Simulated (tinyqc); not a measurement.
One anharmonic mode: perturbation theory, self-consistent phonons and exact levels: one step, computed by the program tinyqc. Command: `OMP_NUM_THREADS=1 python tinyqc.py 3030170 3030171 out.jsonl scp walk`. One thread of a shared host (Intel(R) Xeon(R) Processor @ 2.30GHz), about 0.04 s of CPU time with the checks.

V(x) = k x^2/2 + b x^4 for one coordinate x of mass M. A constant K > 0 gives hbar Omega = sqrt((hbar^2/u) K/M) with K in eV/angstrom^2 and M in u.

Question. Self-consistent results. Self-consistent phonon, centred at x = 0: K = k + 12 b <x^2>, <x^2> = (hbar Omega/(2K)) coth(hbar Omega/(2 k_B T)). Its free energy is F = k_B T ln[2 sinh(hbar Omega/(2 k_B T))] + (k - K)<x^2>/2 + 3 b <x^2>^2, an upper bound to the exact one.

Inputs (values chosen for the exercise, for a model mode):
```
quantity             value           unit
mode mass M            101              u
harmonic constant k  0.802  eV/angstrom^2
quartic constant b    2.78  eV/angstrom^4
temperature T           66              K
```

Shape: single well.

self-consistent K = 1.009715 eV/angstrom^2

Constants: hbar^2/u = 4.18015928e-03 eV angstrom^2; k_B = 8.617333262e-05 eV/K.

Give: self-consistent quantum; self-consistent <x^2>; self-consistent free energy.

Answer.

self-consistent quantum = 6.4645 meV

self-consistent <x^2> = 0.0062265 angstrom^2

self-consistent free energy = 0.70796 meV
